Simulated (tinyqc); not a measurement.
# On-chip interconnect, size-dependent resistivity and RC delay: delay against the driver resistance

A rectangular line between two neighbours and two ground planes. Surface and grain-boundary scattering are added to the bulk resistivity as corrections; capacitances are parallel-plate values without fringing; inductance is ignored.

Metal width x = wd - 2 tl, height y = AR wd - tl; grain boundaries (Mayadas-Shatzkes): al = (lam/(gr x)) Rg/(1 - Rg), g = 1/[1 - 3 al/2 + 3 al^2 - 3 al^3 ln(1 + 1/al)] - 1; surfaces (Fuchs-Sondheimer, thick limit): s = (3/8) lam (1 - ps)(1/x + 1/y); rho = rho0 (1 + g + s); r = rho/(x y); c = eps0 ek (2 wd/hd + 2 Mf AR wd/sp). Elmore delay tE = Rd (c Lw + Cl) + r Lw (c Lw/2 + Cl); t50 is the time at which the far end of a ladder of 30 pi sections (half capacitances at both ends, Cl at the far end, a step applied through Rd) reaches half the step; line share r Lw/(Rd + r Lw); estimate 0.69 Rd (c Lw + Cl) + 0.38 r c Lw^2 + 0.69 r Lw Cl.

Values chosen for this exercise; metal values close to those of copper:
```
symbol,value,unit,meaning
rho0,1.67,uohm cm,bulk resistivity
lam,38.8,nm,bulk mean free path
ps,0.4,,specular share of surface scattering
Rg,0.22,,reflection coefficient of grain boundaries
gr,2,,grain size over the metal width
wd,25,nm,drawn line width
AR,1.5,,"aspect ratio, height over width"
tl,2.3,nm,"liner on both walls and the bottom, not conducting"
sp,25,nm,space to the neighbouring lines
hd,53,nm,dielectric height to the planes above and below
ek,2.2,,relative permittivity of the dielectric
Mf,1,,Miller factor of the neighbours
Lw,10,um,line length
Cl,0.52,fF,load capacitance
```

Constants: eps0 = 8.8541878128e-12 F/m. Results are converted to the units shown.

The same in every row: rho (uohm cm) = 3.437; r (ohm/um) = 47.86; c (fF/um) = 0.07681.

Results:

| Rd (ohm) | tE (ps) | t50 (ps) | estimate (ps) | line share of the resistance (%) |
|---|---|---|---|---|
| 50 | 0.4971 | 0.3651 | 0.3559 | 90.54 |
| 100 | 0.5615 | 0.4121 | 0.4003 | 82.72 |
| 400 | 0.9480 | 0.6862 | 0.6670 | 54.47 |
| 3000 | 4.297 | 3.012 | 2.978 | 13.76 |
| 7000 | 9.450 | 6.584 | 6.533 | 6.400 |
| 20000 | 26.20 | 18.19 | 18.09 | 2.337 |
| 50000 | 64.84 | 44.98 | 44.75 | 0.9482 |

Estimate the missing row, Rd = 1000 ohm.

Computed row:

| Rd (ohm) | tE (ps) | t50 (ps) | estimate (ps) | line share of the resistance (%) |
|---|---|---|---|---|
| 1000 | 1.721 | 1.225 | 1.200 | 32.37 |

With this row back in the table: As Rd goes from 50 to 50000, r stays at 47.9 ohm/um, c stays at 0.0768 fF/um and t50 rises from 0.365 to 45.0 ps. t50/tE lies between 0.694 and 0.734, and the estimate is within 2.9 % of t50.

Range of the model: The metal width is under the mean free path, where the thick-limit surface term and the simple sum of corrections lose accuracy.

tinyqc, about 0.01 s, one thread, Intel Xeon 2.30GHz (shared host): `OMP_NUM_THREADS=1 python tinyqc.py 2100087 2100088 out.jsonl`
